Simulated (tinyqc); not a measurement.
Two-step dopant diffusion (predeposition and drive-in) with a constant diffusivity: one step, computed by the program tinyqc.

Fick diffusion into a half space x > 0 whose background doping C_B is of the opposite type, so that a junction lies where C = C_B.

Problem. Drive-in as a Gaussian. With a sealed surface and a thin source, C = Q/sqrt(pi (Dt)2) exp(-x^2/(4 (Dt)2)); x_j = 2 sqrt((Dt)2 ln(C(0)/C_B)); gradient at the junction |dC/dx| = C_B x_j/(2 (Dt)2).

Inputs (values chosen for the exercise, modelled on arsenic in silicon):

| quantity | value | unit |
|---|---|---|
| surface concentration C_s | 1.1e+19 | 1/cm^3 |
| background doping C_B | 1.1e+15 | 1/cm^3 |
| predeposition temperature T1 | 1025 | C |
| drive-in temperature T2 | 1000 | C |

dose Q = 2.566197e+13 1/cm^2

drive-in budget (Dt)2 = 2.106991e-12 cm^2

Give: surface concentration C(0) (Gaussian); junction depth x_j; gradient at the junction.

Solution.

surface concentration C(0) (Gaussian) = 9.9743e+18 1/cm^3

junction depth x_j = 0.087635 um

gradient at the junction = 2.2876e+21 1/cm^4

Caution: the drive-in budget is under fifteen times D1 t1, so the source is not thin and the Gaussian junction is too shallow. Caution: the surface value exceeds the intrinsic carrier density during the drive-in as well. Caution: C_s exceeds the intrinsic carrier density of silicon at the predeposition temperature (2e18 to 1e19 per cm^3), where real diffusivities rise with concentration and profiles turn box-like.
